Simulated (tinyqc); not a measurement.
Electron continuity equation in a given potential, Scharfetter-Gummel discretisation: one step of the calculation.

Steady state in one dimension: J = q mu n E + q D dn/dx with E = -dpsi/dx and D = mu Vt, dJ/dx = 0, fixed densities nL and nR at the ends. The potential is given, psi = 0 for x < L/2 and U (2 x/L - 1) beyond, and is not changed by the electrons.

Task. Bernoulli factors. d_i = (psi_(i+1) - psi_i)/Vt; B(d) = d/(exp(d) - 1), B(0) = 1. The flux on interval i is J_i = (q D/h) [n_(i+1) B(d_i) - n_i B(-d_i)].

Inputs (values chosen for the exercise):
```
symbol  value  unit      meaning
T         450     K  temperature
```

Constants: q = 1.602176634e-19 C, kB = 1.380649e-23 J/K, Vt = kB T/q. Results are converted to the units shown.

psi, node 0 to 9 (V): [0.00000000, 0.00000000, 0.00000000, 0.00000000, 0.00000000, -0.03000000, -0.09000000, -0.15000000, -0.21000000, -0.27000000]

Wanted: d_i; B(d_i); B(-d_i).

Result.

```
interval      d_i  B(d_i)  B(-d_i)
0          0.0000  1.0000   1.0000
1          0.0000  1.0000   1.0000
2          0.0000  1.0000   1.0000
3          0.0000  1.0000   1.0000
4         -0.7736  1.4362  0.66257
5         -1.5473  1.9656  0.41834
6         -1.5473  1.9656  0.41834
7         -1.5473  1.9656  0.41834
8         -1.5473  1.9656  0.41834
```

The largest |d_i| is 1.55, below 2, so central differences would also keep densities positive.

Range of the model: The drift velocity mu E exceeds 1e7 cm/s somewhere, where real mobilities no longer stay constant.

Numbers from tinyqc (`OMP_NUM_THREADS=1 python tinyqc.py 2220061 2220062 out.jsonl`; about 0.01 s on one thread of a shared Intel Xeon 2.30GHz).
